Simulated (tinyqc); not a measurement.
Activation against anneal temperature: dopants and charged point defects at anneal temperature: Fermi-level effect, clustering and pairing. Computed by tinyqc, a small Python program. Command: `OMP_NUM_THREADS=1 python tinyqc.py 3001828 3001829 out.jsonl pairing walk`. One thread of a shared host (Intel(R) Xeon(R) Processor @ 2.30GHz), about 0.03 s of CPU time with the checks.

Boltzmann statistics and full ionisation of active dopants. Energies are counted from the valence band; the defect (a vacancy or self-interstitial) has five charge states, with all degeneracy factors one.

Inputs (values chosen for the exercise, with bands modelled on 4H-SiC):

| quantity | value | unit |
|---|---|---|
| gap at 0 K E_g0 | 3.28 | eV |
| Varshni alpha | 0.000338 | eV/K |
| Varshni beta | 687 | K |
| electron mass m_e | 0.403 | m_0 |
| valleys M_c | 3 | - |
| hole mass m_h | 1.98 | m_0 |
| anneal temperature T | 1380 | K |
| total dopant density N | 1.1e+18 | cm^-3 |
| site density N_s | 3e+22 | cm^-3 |
| dopant atoms per cluster k | 2 | - |
| cluster binding energy E_b | 1.4 | eV |

Dopant: donor. Second part: clustering of the dopant.

Constants: m_0 = 9.1093837015e-31 kg; k_B = 1.380649e-23 J/K; h = 6.62607015e-34 J s; k_B = 8.617333262e-05 eV/K.

Method:
- E_g = E_g0 - alpha T^2/(T + beta).
- N_c = 2 M_c (2 pi m_e k_B T/h^2)^(3/2) and N_v = 2 (2 pi m_h k_B T/h^2)^(3/2), masses in units of m_0.
- n_i = sqrt(N_c N_v) exp(-E_g/2 k_B T); E_i = E_g/2 + (k_B T/2) ln(N_v/N_c).
- n = A/2 + sqrt(A^2/4 + n_i^2) for an active density A.
- k ionised dopants and k carriers form one neutral cluster: C = N_s (A/N_s)^k (n/N_b)^k exp(E_b/k_B T), N_b the effective density of states of the majority band, and N = A + k C (60 bisections in ln A between ln N - 90 and ln N).

Equilibrium activation:

| T (K) | n_i (cm^-3) | active A (cm^-3) | clusters C (cm^-3) | active share |
|---|---|---|---|---|
| 830 | 5.4379e+10 | 6.4232e+17 | 2.2884e+17 | 0.58392 |
| 970 | 2.0268e+12 | 1.0001e+18 | 4.9964e+16 | 0.90916 |
| 1100 | 2.6391e+13 | 1.0868e+18 | 6.6012e+15 | 0.98800 |
| 1240 | 2.3530e+14 | 1.0982e+18 | 9.0668e+14 | 0.99835 |
| 1380 | 1.3743e+15 | 1.0996e+18 | 1.7504e+14 | 0.99968 |
| 1520 | 5.8970e+15 | 1.0999e+18 | 4.4337e+13 | 0.99992 |
| 1660 | 2.0065e+16 | 1.1000e+18 | 1.3831e+13 | 0.99997 |

What follows from these numbers?

The active share goes from 0.584 at 830 K to 1.000 at 1660 K, so a layer activated by a hot, short anneal is metastable and deactivates in later, cooler steps if the dopant can move.
